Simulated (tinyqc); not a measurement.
Lateral field, substrate current, probability of reaching the oxide barrier and hot-carrier lifetime of a silicon transistor (pseudo-two-dimensional and lucky-electron models). From lifetime tau back to hot-carrier mean free path lambda. Computed by tinyqc, a small Python program. Command: `OMP_NUM_THREADS=1 python tinyqc.py 3028344 3028345 out.jsonl hotcar inv`. One thread of a shared host (Intel(R) Xeon(R) Processor @ 2.30GHz), about 0.01 s of CPU time with the checks.

Local-field models: a lucky carrier gains its energy at the peak field over a path free of collisions. Voltages are magnitudes.

Inputs (values chosen for the exercise, modelled on a silicon n-channel):
```
quantity                         value                      unit
channel length L                  1400                        nm
oxide thickness t                   33                        nm
junction depth x_j                 330                        nm
mobility mu                        390                cm^2/(V s)
saturation velocity v_s           0.82                  1e7 cm/s
threshold voltage V_T             0.48                         V
gate voltage V_G                   4.1                         V
drain voltage V_D                  7.9                         V
ionisation prefactor A_i         2e+06                      1/cm
ionisation field B_i              1.78                     MV/cm
oxide barrier phi_b                3.1                        eV
interface-trap threshold phi_it    3.6                        eV
lifetime constant H                100  s microampere/micrometre
```

Drain: abrupt.

Constants: eps_0 = 8.8541878128e-12 F/m.

Method:
- C_ox = 3.9 eps_0/t; F_sat = 2 v_s/mu; V_Dsat = V_ov F_sat L/(V_ov + F_sat L), V_ov = V_G - V_T; I_D/W = C_ox v_s (V_ov - V_Dsat).
- Scale length l = 0.22 t^(1/3) x_j^(1/2) (all in cm); F_m = sqrt(((V_D - V_Dsat)/l_e)^2 + F_sat^2), with l_e = l; length of the velocity-saturated region l_e ln((V_D - V_Dsat)/(l_e F_sat) + F_m/F_sat).
- Substrate current I_sub/I_D = (A_i/B_i)(V_D - V_Dsat) exp(-B_i/F_m); probability of reaching the oxide barrier exp(-phi_b/(e lambda F_m)); lifetime tau = (H/(I_D/W)) exp(phi_it/(e lambda F_m)).

Task: A run gave the result below. Find the hot-carrier mean free path lambda, known to lie between 4.8 and 9.2 nm.

lifetime tau = 6.043068e+06 s

Result:

Each step takes the trial c = (a f_b - b f_a)/(f_b - f_a), f being the result less the target and a, b, c the logarithms of the listed values; c replaces end b, the old b replaces a if the sign of f changed, and otherwise f_a is halved.

Scan of the range:
```
hot-carrier mean free path lambda (nm)  lifetime tau (s)
4.80                                         4.50655e+10
5.35                                         3.55711e+09
5.96                                         3.68208e+08
6.65                                         4.67432e+07
7.41                                         7.50941e+06
8.25                                         1.47273e+06
9.20                                         3.33943e+05
```

False position (Illinois rule, in the logarithm of the input) inside the bracket:
```
step    end a    end b    trial  lifetime tau (s)
1     7.41000  8.25000  7.60582       4.97400e+06
2     7.41000  7.60582  7.48905       6.34255e+06
3     7.60582  7.48905  7.51445       6.01208e+06
4     7.48905  7.51445  7.51206       6.04228e+06
5     7.48905  7.51206  7.51194       6.04382e+06
6     7.51206  7.51194  7.51200       6.04307e+06
7     7.51194  7.51200  7.51200       6.04307e+06
```

Lifetime tau falls at every point of a 13-point scan of the range (every second point is shown), so one value fits; it is bracketed by 7.41 and 8.25. Answer: hot-carrier mean free path lambda = 7.512 nm.
